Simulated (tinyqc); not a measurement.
From results back to parameters: metal-induced gap states at the contact of a metal chain and a two-band chain. Two cases, with inputs chosen for the exercise.

Problem. With gap states the barrier for electrons is phi = S (W - chi - p) + p, W being the work function of the metal, S the pinning factor and p the depth of the neutrality level below the conduction edge. The barriers for two metals come from hidden S and p, those of the chain and not of a measured contact.

Find: S, p (eV).

Method. The slope of the barrier against W is S; then p = (phi1 - S (W1 - chi))/(1 - S).

Case 1.

Values chosen (out of a larger set: gap and optical dielectric constant near those of SiO2; the chain itself is a model; not measured data): W1 = 4.01 eV (work function of metal 1); W2 = 5.65 eV (of metal 2); chi = 0.89 eV (electron affinity).

barriers (eV): metal 1 3.30632, metal 2 4.72328

Solution.

S, p (eV): 0.864  4.490

Case 2.

Values chosen (out of a larger set: gap and optical dielectric constant near those of HfO2; the chain itself is a model; not measured data): W1 = 4.43 eV (work function of metal 1); W2 = 5.36 eV (of metal 2); chi = 2.46 eV (electron affinity).

barriers (eV): metal 1 2.17532, metal 2 2.88584

Solution.

S, p (eV): 0.764  2.840

Computed by tinyqc, one run a case: `OMP_NUM_THREADS=1 python tinyqc.py N N+1 out.jsonl` with N = 1482854, 1482868; one thread of a shared Intel(R) Xeon(R) Processor @ 2.30GHz, about 0.01 s a run at most.
